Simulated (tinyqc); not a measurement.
# Input admittance of a MOSFET at zero drain bias: distributed channel and distributed gate, step by step

Program tinyqc, `OMP_NUM_THREADS=1 python tinyqc.py 2262201 2262202 out.jsonl`; Intel Xeon 2.30GHz, shared host, one thread, about 0.01 s. Printed values are rounded.

Source and drain grounded, strong inversion, w = 2 pi f, Cox = eps0 eox/tox. The channel is an RC line of resistance 1/(mu Cox Vo) per square fed from both ends, so one finger has the intrinsic admittance y = i w Cox L tanh(g)/g per width, g = (1/2) sqrt(i w tau), tau = L^2/(mu Vo). The vertical resistance rv/L is in series with y, the overlaps 2 i w Cov in parallel: y_t = 1/(1/y + rv/L) + 2 i w Cov. The gate strip is a line of Rsh/L per length loaded by y_t, so a finger has Y = y_t Wf tanh(k)/k, k = (Wf/sd) sqrt(y_t Rsh/L); the device has Nf Y.

Values chosen for this exercise; values of the order met in silicon radio-frequency transistors:
```
symbol  value        unit                                                               meaning
eox      21.4              relative permittivity of the gate insulator (close to hafnium oxide)
tox        24          nm                                                   insulator thickness
L        0.21          um                                                        channel length
Wf       0.59          um                                                          finger width
Nf         32                                                                 number of fingers
mu        310  cm^2/(V s)                                                      channel mobility
Vo       0.57           V                                                        gate overdrive
Rsh       4.1  ohm/square                                          sheet resistance of the gate
rv        3.2    ohm um^2                                vertical resistivity of the gate stack
sd          2                                     number of ends at which a finger is contacted
Cov       0.3       fF/um                           overlap and fringe capacitance on each side
f          31         GHz                                                             frequency
```

Constants: eps0 = 8.8541878128e-14 F/cm where lengths are in cm. Results are converted to the units shown.

## Low-frequency resistances and capacitance

Low-frequency limits, with c = Cox L and ct = c + 2 Cov: R_strip = Rsh Wf/(3 sd^2 L Nf), R_ch = (c/ct)^2 L/(12 mu Cox Vo Wf Nf), R_vert = (c/ct)^2 rv/(L Wf Nf), C = ct Wf Nf.

parts (ohm): strip 0.02999752, channel 3.582300, vertical 0.4351535
sum = 4.047451 ohm
C = 42.63003 fF
1/(2 pi R C) = 922.4075 GHz

The channel term is the largest, 88.5 % of the sum.

## Admittance of the channel and stack per width

tau, g, c = Cox L, y and y_t as defined.

tau = 2.495756 ps
g = 0.2465056+0.2465056i
c = 1.657947 fF/um
y = 13.0508+322.2984i uS/um
y_t = 14.6301+439.0297i uS/um

w tau = 0.486, and Im y is 0.998 of w c.

## Input impedance of the device

k and Y as defined; Z = 1/(Nf Y) = R + 1/(i w C); Q = |Im Z|/R; signal at the point farthest from a contact |1/cosh k|.

k = 0.01963682+0.01899334i
Nf Y = 0.278275+8.288743i mS
R = 4.045830 ohm
C = 42.60262 fF
Q = 29.78616
signal at the far point = 0.9999875

R is 0.040 % below its low-frequency limit and C is 0.064 % below its own.
